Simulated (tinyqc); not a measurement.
# Metal-interlayer-semiconductor contact, depinning against tunnelling resistance, step by step

tinyqc, about 0.03 s, one thread, Intel Xeon 2.30GHz (shared host): `OMP_NUM_THREADS=1 python tinyqc.py 2270054 2270055 out.jsonl` Printed values are rounded.

Zero bias, n-type semiconductor. Gap states at the semiconductor surface thin out as exp(-be ti), which unpins the barrier; electrons must then cross the interlayer (a rectangular barrier, no voltage drop across it) and the parabolic depleted layer, both by WKB. Energies E are counted from the Fermi level; no image force, parabolic bands.

Parameters, values chosen for the exercise; semiconductor values close to those of silicon; interlayer mass of the order of that in titanium dioxide, offset chosen freely:
- T = 300 K (temperature)
- Eg = 1.09 eV (band gap)
- eps_r = 11.7 (relative permittivity)
- chi = 3.94 eV (electron affinity)
- Nc = 2.8e19 cm^-3 (conduction-band density of states at T)
- mt = 0.193 m0 (tunnelling mass in the semiconductor)
- mA = 2.01 m0 (Richardson mass)
- Nd = 6.2e18 cm^-3 (donor density)
- E0 = 0.37 eV (charge-neutrality level above the valence band)
- S0 = 0.27 (pinning factor without interlayer)
- phiM = 4.53 eV (metal work function)
- ti = 0.6 nm (interlayer thickness)
- dE = 0.07 eV (conduction-band offset of the interlayer above the semiconductor)
- mi = 0.3 m0 (tunnelling mass in the interlayer)
- be = 3.1 1/nm (decay constant of gap states through the interlayer)

Constants: q = 1.602176634e-19 C, kB = 1.380649e-23 J/K, eps0 = 8.8541878128e-12 F/m, hbar = 1.054571817e-34 J s, h = 6.62607015e-34 J s, m0 = 9.1093837015e-31 kg, Vt = kB T/q, hbar^2/(2 m0) = 0.0380998212 eV nm^2. Results are converted to the units shown.

## Pinning, barrier and scales

S = 1/(1 + (1/S0 - 1) exp(-be ti)); phiB = S (phiM - chi) + (1 - S)(Eg - E0); xi = Ec - EF deep inside, from Nd = Nc F(-xi/Vt), F(x) = (2/sqrt(pi)) int_0^infinity sqrt(u) du/(1 + exp(u - x)); band bending U = phiB - xi; E00 = (hbar/2) sqrt(Nd/(eps0 eps_r mt m0)) in volts; A = 4 pi q mA m0 kB^2/h^3.

S = 0.7037829
phiB = 0.6285082 eV
xi = 0.03695826 eV
U = 0.5915500 eV
E00 = 0.03076462 eV
A = 241.5482 A/(cm^2 K^2)

The interlayer moves the barrier from 0.685 eV to 0.629 eV; the unpinned limit is phiM - chi = 0.590 eV. E00/Vt = 1.19: by the usual rule of thumb (0.5 to 5) thermionic-field emission.

## Exponents and integrand on an energy grid

E, point 0 to 15 (eV): [0.04, 0.07533, 0.11067, 0.146, 0.18133, 0.21667, 0.252, 0.28733, 0.32267, 0.358, 0.39333, 0.42867, 0.464, 0.49933, 0.53467, 0.57]

With U = phiB - xi: for xi < E < phiB, y = (E - xi)/U and G1 = (U/E00) [sqrt(1 - y) - y ln((1 + sqrt(1 - y))/sqrt(y))], G1 = 0 above phiB; G2 = 2 ti sqrt(mi max(phiB + dE - E, 0)/C), C = hbar^2/(2 m0); f = 1/(1 + exp(E/Vt)); integrand exp(-G1 - G2) f.

```
point        G1        G2             f  integrand (1e-9)
0      18.84981  2.732505     0.1754810          0.074328
1      16.04446  2.658193    0.05147097          0.388244
2      13.91311  2.581721    0.01364145          0.935940
3      12.08822  2.502936   0.003513818          1.617778
4      10.47275  2.421589   8.982553e-4          2.256632
5       9.01994  2.337389   2.290892e-4          2.676566
6       7.70362  2.250065   5.841992e-5          2.777998
7       6.50599  2.159213   1.489574e-5          2.569294
8       5.41505  2.064338   3.796478e-6          2.143501
9       4.42340  1.964917   9.679753e-7          1.627242
10      3.52538  1.860189   2.468009e-7          1.130902
11      2.71758  1.749170   6.290149e-8          0.722396
12      1.99931  1.630645   1.603774e-8          0.425280
13      1.37135  1.502800   4.089076e-9          0.230887
14      0.83751  1.362975   1.042172e-9          0.115420
15      0.40698  1.207107  2.657183e-10          0.052897
```

## Contact resistivity

1/rho_c = (A T^2/Vt^2) I, with I the trapezoid sum of the integrand over the grid.

I = 6.954200e-10 eV
rho_c = 0.044207 ohm cm^2

A fine grid from xi upwards gives rho_c = 0.04402 ohm cm^2; the coarse value is 0.42 % above it. The integrand peaks at E = 0.25 eV, and 0.053 % of the current flows above phiB. Tunnelling through the interlayer costs a factor of 9.32 at this barrier height; the bare contact (ti = 0) has rho_c = 0.0206 ohm cm^2, so with the interlayer rho_c is 2.14 times that.
